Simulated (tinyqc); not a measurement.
Worked calculation: plane-wave Kohn-Sham cycle with exchange-only LDA in a layered model solid. One step of it, computed by the program tinyqc.

Problem. Iteration 1: levels at that k. Diagonalise the Hermitian matrix.

H (hartree), lower triangle:
```
,-3,-2,-1,+0,+1,+2,+3
-3,0.506350
-2,-0.080000,0.106249
-1,-0.015000,-0.080000,-0.116030
+0,0.000000,-0.015000,-0.080000,-0.160485
+1,0.000000,0.000000,-0.015000,-0.080000,-0.027118
+2,0.000000,0.000000,0.000000,-0.015000,-0.080000,0.284071
+3,0.000000,0.000000,0.000000,0.000000,-0.015000,-0.080000,0.773084
```

Give: eigenvalues.

Solution.

eigenvalues (hartree): -0.2578  -0.0955  0.0000  0.1196  0.2921  0.5218  0.7859
